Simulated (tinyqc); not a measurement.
## MOS capacitor on a p-type substrate, surface potential from the exact charge relation: effect of the gate work function on threshold and swing

Uniform p-type substrate, Boltzmann statistics, full ionisation, classical densities. psi is the surface potential against the body (positive when the bands bend down) and u = psi/Vt. Traps are spread evenly over the gap and neutral at flat band, so their charge is -q Dit psi; the minority quasi-Fermi level is shifted by Vb.

ni = sqrt(Nc Nv) exp(-Eg/(2 Vt)), Eg in volts; phiF = Vt ln(N/ni); Cox = eps0 eox/tox; Vfb = phiM - chi - (Eg - Vt ln(Nv/N)) - q Nf/Cox; VT = Vfb + [(2 phiF + Vb)(1 + q Dit/Cox) + sqrt(2 eps0 eps_r q N (2 phiF + Vb))/Cox]. gamma = sqrt(2 eps0 eps_r q N)/Cox; Wm = sqrt(2 eps0 eps_r (2 phiF + Vb)/(q N)); m = 1 + (eps0 eps_r/Wm + q Dit)/Cox; swing m Vt ln 10; Cmin/Cox = 1/(1 + Cox Wm/(eps0 eps_r)).

Values chosen for this exercise; band and dielectric values those of a made-up semiconductor: temperature T = 250 K; band gap Eg = 0.689 eV; relative permittivity eps_r = 18; conduction-band density of states at T Nc = 1.22e17 cm^-3; valence-band density of states at T Nv = 5.19e18 cm^-3; electron affinity chi = 5.7 eV; acceptor density of the substrate N = 1.2e17 cm^-3; relative permittivity of the gate insulator (close to silicon dioxide) eox = 3.9; insulator thickness tox = 21 nm; fixed charge at the interface, in units of q Nf = 0 cm^-2; density of interface traps Dit = 0 cm^-2 eV^-1; reverse bias of the inversion layer against the body Vb = 0 V.

Constants: q = 1.602176634e-19 C, kB = 1.380649e-23 J/K, Vt = kB T/q, eps0 = 8.8541878128e-14 F/cm where lengths are in cm. Results are converted to the units shown.

The same in every row: 2 phiF (V) = 0.6075; gamma (V^0.5) = 1.505; Wm (nm) = 100.4; m = 1.966; swing (mV/decade) = 97.51; Cmin/Cox = 0.4913.

Results:

| phiM (eV) | Vfb (V) | VT (V) |
|---|---|---|
| 5.7 | -0.6078 | 1.173 |
| 6.1 | -0.2078 | 1.573 |
| 6.3 | -0.007846 | 1.773 |
| 6.5 | 0.1922 | 1.973 |
| 6.7 | 0.3922 | 2.173 |
| 6.9 | 0.5922 | 2.373 |

Estimate the missing row, phiM = 5.9 eV.

Computed row:

| phiM (eV) | Vfb (V) | VT (V) |
|---|---|---|
| 5.9 | -0.4078 | 1.373 |

With this row back in the table: As phiM goes from 5.7 to 6.9, VT rises from 1.17 to 2.37 V, the swing stays at 97.5 mV/decade and Cmin/Cox stays at 0.491. The whole change of VT is that of Vfb: the curve shifts rigidly.

Numbers from tinyqc (`OMP_NUM_THREADS=1 python tinyqc.py 2060163 2060164 out.jsonl`; about 0.01 s on one thread of a shared Intel Xeon 2.30GHz).
